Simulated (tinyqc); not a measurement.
Localisation in a chain with random site energies (transfer matrices): sweeps and comparisons. A value that a table varies takes the place of the one given here.

Hopping -t; leads with site energy 0, E = -2t cos(ka). psi_(j+1) = ((e_j - E)/t) psi_j - psi_(j-1), a product of matrices M_j = [[(e_j - E)/t, -1], [1, 0]]. For M = M_N ... M_1 the transmission is T = 4 sin^2(ka)/|M21 - M12 + M22 exp(ika) - M11 exp(-ika)|^2. Long samples draw e_j = W (x_j/2147483647 - 1/2) from x_j = 16807 x_(j-1) mod 2147483647, starting at x0. The localisation length xi, in sites, is defined by ln T = -2N/xi on average; weak disorder gives xi = 24 (4t^2 - E^2)/W^2, and the mean free path for backscattering is xi/2.

Numerical xi = N/ln sqrt(psi_(N+1)^2 + psi_N^2) for N = 20000 sites from psi_1 = 1, psi_0 = 0; its statistical error is about xi sqrt(xi/N).

Parameters, chosen for this exercise: t = 1.79 eV (hopping); E = -1.6 eV (energy); x0 = 2796 (start of the number sequence); W = 2.71 eV (full width of the disorder).

## Localisation length against disorder

The same number sequence scaled by W.

xi (sites):

| W/t | W (eV) | numerical | error | weak disorder | strong: 1/(ln(W/2t) - 1) |
|---|---|---|---|---|---|
| 1.0 | 1.790 | 68.550 | 4.013 | 76.825 | - |
| 1.5 | 2.685 | 31.440 | 1.247 | 34.144 | - |
| 2.0 | 3.580 | 17.927 | 0.537 | 19.206 | - |
| 3.0 | 5.370 | 8.379 | 0.172 | 8.536 | - |
| 4.0 | 7.160 | 5.056 | 0.080 | 4.802 | - |
| 6.0 | 10.740 | 2.694 | 0.031 | 2.134 | - |
| 10.0 | 17.900 | 1.401 | 0.012 | 0.768 | 1.641 |
| 16.0 | 28.640 | 0.890 | 0.006 | 0.300 | 0.926 |

At W = t the numerical value is 68.6 +/- 4.0 against 76.8, and at 2t 17.93 +/- 0.54 against 19.21. The weak-disorder formula is within 15 % for W/t = 1, 1.5, 2, 3 and 4; at W = 16t it gives 0.30 and the strong-disorder form 0.93, against 0.89. All states of the chain are localised; disorder only sets the length.

## From ballistic to localised

200 samples of each length, cut one after another from the start of the sequence. Typical T = exp(mean ln T). Ohmic: 1/(1 + 2N/xi); localised: exp(-2N/xi), both with the weak-disorder xi.

Transmission:

| N | mean T | typical T | spread of ln T | ohmic | localised |
|---|---|---|---|---|---|
| 2 | 0.891 | 0.886 | 0.107 | 0.893 | 0.888 |
| 5 | 0.756 | 0.735 | 0.254 | 0.770 | 0.742 |
| 10 | 0.588 | 0.531 | 0.489 | 0.626 | 0.551 |
| 20 | 0.408 | 0.271 | 1.050 | 0.456 | 0.303 |
| 40 | 0.191 | 0.0813 | 1.558 | 0.295 | 0.0919 |
| 80 | 0.0712 | 0.00672 | 2.568 | 0.173 | 0.00845 |

With xi = 33.5 sites, mean and typical T are 0.756 and 0.735 at N = 5, and 0.0712 and 0.00672 at N = 80, where ln T scatters by 2.6. The slope of ln(typical T) between 40 and 80 sites gives xi = 32.1, uncertain by about 9 % from the scatter of 200 samples. At N = 80 the ohmic law gives 25.8 times the typical value: a single channel has no ohmic range beyond a mean free path, and the mean is carried by rare resonant samples.

## What each parameter does

Numerical and weak-disorder xi. Each row changes one parameter from the base and keeps the others.

Results:

| case | numerical xi (sites) | weak-disorder xi (sites) |
|---|---|---|
| base | 30.93 | 33.52 |
| t = 2.058 eV | 45.01 | 47.00 |
| E = -1.12 eV | 35.75 | 37.78 |
| W = 3.252 eV | 22.24 | 23.28 |
| x0 = 2797 | 34.80 | 33.52 |

The largest shifts from the base row, up to three for each result and ties (the steps differ in size, so this ranks the rows, not the parameters). numerical xi (sites): t +14.08, W -8.69, E +4.82. weak-disorder xi (sites): t +13.48, W -10.24, E +4.27; unchanged at the printed digits by x0. A new x0 is another sample of the same disorder; its shift is one draw of the statistical scatter, about xi sqrt(xi/N); the other rows share one sample, so their errors are correlated.

tinyqc: `OMP_NUM_THREADS=1 python tinyqc.py 1481523 1481524 out.jsonl`; about 0.05 s, one thread, shared Intel(R) Xeon(R) Processor @ 2.30GHz.
